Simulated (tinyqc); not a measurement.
Adsorption as a lattice gas: isotherms with interactions, competition, desorption peaks and saturation dose: one step, computed by the program tinyqc. Command: `OMP_NUM_THREADS=1 python tinyqc.py 3005773 3005774 out.jsonl adsorb walk`. One thread of a shared host (Intel(R) Xeon(R) Processor @ 2.30GHz), about 0.2 s of CPU time with the checks.

One adsorbate per site; a molecule needs 2 empty sites. Gas and surface have the same temperature.

Task: Coverage with interactions. With u = w/(k_B T). Mean field: theta/(1 - theta) = y exp(-z u theta). Quasi-chemical: theta/(1 - theta) = y [(r - 1 + 2 theta)(1 - theta)/((r + 1 - 2 theta) theta)]^(-z/2) exp(-z u/2), r = sqrt(1 - 4 theta (1 - theta)(1 - exp(-u))).

Inputs (values chosen for the exercise, for a model surface): pair energy w (positive repels) = -0.014 eV; neighbours z = 3; temperature T = 900 K.

Adsorption: dissociative (second order).

y = 1.631011

Constants: k_B = 8.617333262e-05 eV/K.

Give: u; coverage, mean field; coverage, quasi-chemical.

Result:

u = -0.18051

coverage, mean field = 0.70495

coverage, quasi-chemical = 0.70399
